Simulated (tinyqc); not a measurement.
# Polarisation charge from two barrier thicknesses

Inverse problem. VT = phiB - dEc - q sigma d/(eps0 eps_r). Find sigma, phiB - dEc and the thickness at which VT = 0.

Inputs (values chosen for the exercise): relative permittivity of barrier and channel eps_r = 9.4.

Constants: q = 1.602176634e-19 C, eps0 = 8.8541878128e-14 F/cm where lengths are in cm. Results are converted to the units shown.

VT for d = 18 and 24 nm (V): -3.2510785  -4.6110313

Answer. VT is linear in d.

sigma = 1.177e13 cm^-2
phiB - dEc = 0.8288 V
thickness for VT = 0 = 3.657 nm

Program tinyqc, `OMP_NUM_THREADS=1 python tinyqc.py 2570071 2570072 out.jsonl`; Intel Xeon 2.30GHz, shared host, one thread, about 0.02 s.
